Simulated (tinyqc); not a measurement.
Gated two-dimensional channel with two bands, quantum capacitance: effect of the gate voltage.

phi is the Fermi level above the lowest band edge, in volts; Vg is counted from the gate voltage at which an empty channel would have phi = 0. The channel has no thickness; trap charge is -q Dit phi.

D1 = gv md m0 q/(pi hbar^2), D2 = g2 m2 m0 q/(pi hbar^2) per eV; n1 = D1 Vt ln(1 + exp(phi/Vt)), n2 = D2 Vt ln(1 + exp((phi - E2)/Vt)), n = n1 + n2; Cq = q dn/dphi = q [D1/(1 + exp(-phi/Vt)) + D2/(1 + exp((E2 - phi)/Vt))]. Cox = eps0 eox/tox; Vg = phi + q (n + Dit phi)/Cox. 1/C_G = 1/Cox + 1/(Cq + q Dit); dphi/dVg = Cox/(Cox + Cq + q Dit).

Values chosen for this exercise; lowest band close to that of monolayer WS2:
```
symbol   value         unit                                                                 meaning
T          300            K                                                             temperature
eox       25.1               relative permittivity of the gate insulator (close to zirconium oxide)
tox         18           nm                                                     insulator thickness
md       0.305           m0                                                           in-plane mass
gv           2                                                                    valley degeneracy
m2        0.46           m0                           in-plane mass of a second band, chosen freely
g2           6                                        valley degeneracy of that band, chosen freely
E2        0.33           eV                                        second band edge above the first
Dit     4.4e12  cm^-2 eV^-1                                                        density of traps
```

Constants: q = 1.602176634e-19 C, kB = 1.380649e-23 J/K, hbar = 1.054571817e-34 J s, m0 = 9.1093837015e-31 kg, Vt = kB T/q, eps0 = 8.8541878128e-14 F/cm where lengths are in cm. Results are converted to the units shown.

The same in every row: Cox (uF/cm^2) = 1.235.

Effect of the gate voltage:
```
Vg (V)	phi (V)	n (cm^-2)	Cq (uF/cm^2)	C_G (uF/cm^2)	dphi/dVg	share of the second band (%)
-0.2	-0.1308	4.175e10	0.2580	0.5410	0.5618	0.001298
0	-0.05697	6.897e11	4.058	0.9805	0.2058	0.001364
0.2	-0.02853	1.887e12	10.17	1.109	0.1020	0.001498
0.4	-0.01187	3.226e12	15.81	1.149	0.06957	0.001669
0.6	4.107e-4	4.619e12	20.58	1.167	0.05484	0.001875
0.8	0.01049	6.038e12	24.50	1.177	0.04670	0.002118
1	0.01929	7.473e12	27.70	1.183	0.04166	0.002405
1.2	0.02727	8.917e12	30.28	1.187	0.03832	0.002744
1.4	0.03469	1.037e13	32.37	1.190	0.03599	0.003144
1.6	0.04171	1.182e13	34.05	1.192	0.03431	0.003617
```

As Vg goes from -0.2 to 1.6, Cq rises from 0.258 to 34.0 uF/cm^2, C_G/Cox rises from 0.438 to 0.966 and n rises from 4.18e10 to 1.18e13 cm^-2. Cq is below Cox for Vg = -0.2; there the density of states limits the response dn/dVg more than the insulator does.

Computed by the program tinyqc: `OMP_NUM_THREADS=1 python tinyqc.py 2200053 2200054 out.jsonl`, one thread of a shared Intel Xeon 2.30GHz, about 0.01 s for the whole run.
